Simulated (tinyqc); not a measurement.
G0W0 on RHF in the sto-3g basis, for H2, spin multiplicity 1, step by step. One step of it, computed by the program tinyqc.

Problem. Screening: direct RPA. With D = e_a - e_i and K = (ia|jb): diagonalise D^(1/2) (D + 4K) D^(1/2) = Z w^2 Z^T; X + Y = D^(1/2) Z w^(-1/2), each column of Z with its largest component positive (the first on a tie); E_c = (sum w - tr (D + 2K)) / 2.

orbital energies (hartree): MO1 -0.482235, MO2 0.452942

Two-electron integrals over orbitals (pq|rs), unique and non-zero (hartree):
```
p,q,r,s,(pq|rs)
1,1,1,1,0.625163
2,1,2,1,0.197235
2,2,1,1,0.620668
2,2,2,2,0.651953
```

Give: D^(1/2) (D + 4K) D^(1/2); excitation energies w; X + Y; RPA correlation energy.

Solution.

D^(1/2) (D + 4K) D^(1/2) (hartree^2):
```
,1>2
1>2,1.6124
```

excitation energies w (hartree): 1.2698

X + Y:
```
,1
1>2,0.8582
```

RPA correlation energy = -0.029931 hartree
